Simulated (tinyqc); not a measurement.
## On-chip interconnect, size-dependent resistivity and RC delay: course in time

A rectangular line between two neighbours and two ground planes. Surface and grain-boundary scattering are added to the bulk resistivity as corrections; capacitances are parallel-plate values without fringing; inductance is ignored.

6 equal pi sections: series Rs = r Lw/6; node capacitances c Lw/6, halved at nodes 0 and 6, with Cl added to node 6; Rd feeds node 0. Elmore delay of node k: the sum, over the resistors on the path to k, of resistance times all capacitance downstream of it.

A 1 V step is applied behind Rd at t = 0. C dv/dt = -G v + b, with G the conductance matrix of the ladder (1/Rs between neighbours, 1/Rd added at node 0) and b = (1 V/Rd, 0, ...). Trapezoidal step: (C/dt + G/2) v(new) = (C/dt - G/2) v + b. The last column solves the same ladder exactly by its modes.

Parameters, values chosen for the exercise:
```
symbol  value  unit            meaning
Rd        700   ohm  driver resistance
dt        7.8    ps          time step
```

Rs = 90.1520 ohm

| node | C (fF) |
|---|---|
| 0 | 2.26714 |
| 1 | 4.53428 |
| 2 | 4.53428 |
| 3 | 4.53428 |
| 4 | 4.53428 |
| 5 | 4.53428 |
| 6 | 6.26714 |

Voltages (V):

| t (ps) | node 0 | node 3 | node 6 | node 6, exact |
|---|---|---|---|---|
| 7.8000 | 0.57346 | 0.23296 | 0.12783 | 0.16050 |
| 15.600 | 0.46192 | 0.44293 | 0.36893 | 0.36005 |
| 23.400 | 0.74759 | 0.54917 | 0.51730 | 0.51289 |
| 31.200 | 0.68309 | 0.68133 | 0.62773 | 0.62923 |
| 39.000 | 0.86470 | 0.73877 | 0.72409 | 0.71779 |
| 46.800 | 0.80556 | 0.81608 | 0.78426 | 0.78519 |
| 54.600 | 0.93319 | 0.84947 | 0.84074 | 0.83650 |
| 62.400 | 0.87700 | 0.89334 | 0.87567 | 0.87555 |
| 70.200 | 0.97146 | 0.91363 | 0.90774 | 0.90527 |
| 78.000 | 0.91965 | 0.93784 | 0.92853 | 0.92790 |
| 85.800 | 0.99219 | 0.95072 | 0.94644 | 0.94512 |
| 93.600 | 0.94556 | 0.96353 | 0.95899 | 0.95823 |

What does the comparison show?

The far end of the ladder reaches 0.5 V at 22.65 ps, 0.722 of its Elmore delay (ln 2 = 0.693 for a single pole); the slowest mode has a time constant of 28.58 ps. The largest error of the trapezoidal steps at that node is 33 mV. Node 0 swings up and down from step to step: the trapezoidal rule does not damp modes much faster than dt, so these swings are numerical.

Program tinyqc, `OMP_NUM_THREADS=1 python tinyqc.py 2100094 2100095 out.jsonl`; Intel Xeon 2.30GHz, shared host, one thread, about 0.01 s.
